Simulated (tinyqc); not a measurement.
Scattering of inversion-layer electrons by surface optical phonons of the gate insulator (remote phonon scattering): one step, computed by the program tinyqc.

One subband with the Fang-Howard envelope; insulator and channel are half-spaces, the gate is far away, and an interlayer only moves the polar surface away by t (its own modes and its permittivity contrast are left out).

Task: Surface modes and strengths. eps(w) = eps_inf + (eps_0s - eps_i) w1^2/(w1^2 - w^2) + (eps_i - eps_inf) w2^2/(w2^2 - w^2). Surface modes solve eps(w) + eps_s = 0, a quadratic in w^2; the strength of a mode is g = 2/(w d eps/dw). Occupation N = 1/(exp(hbar w/(k_B T)) - 1).

Inputs (values chosen for the exercise, modelled on HfO2 on germanium):

| quantity | value | unit |
|---|---|---|
| static constant of the insulator eps_0s | 21.4 | - |
| intermediate constant eps_i | 6.48 | - |
| optical constant eps_inf | 5.08 | - |
| hbar omega_TO1 | 12.6 | meV |
| hbar omega_TO2 | 48.5 | meV |
| constant of the channel eps_s | 16.2 | - |
| temperature T | 400 | K |

Constants: k_B = 8.617333262e-05 eV/K.

Give: hbar omega_SO; strengths g; occupations N; hbar omega g (2 N + 1).

Result:

hbar omega_SO (meV): 1 16.20, 2 50.15

strengths g: 1 0.01722, 2 0.00317

occupations N: 1 1.667, 2 0.305

hbar omega g (2 N + 1) (meV): 1 1.209, 2 0.256

The lower mode has the larger hbar omega g N, the prefactor of absorption before the dependence on q: 0.465 and 0.0485 meV.
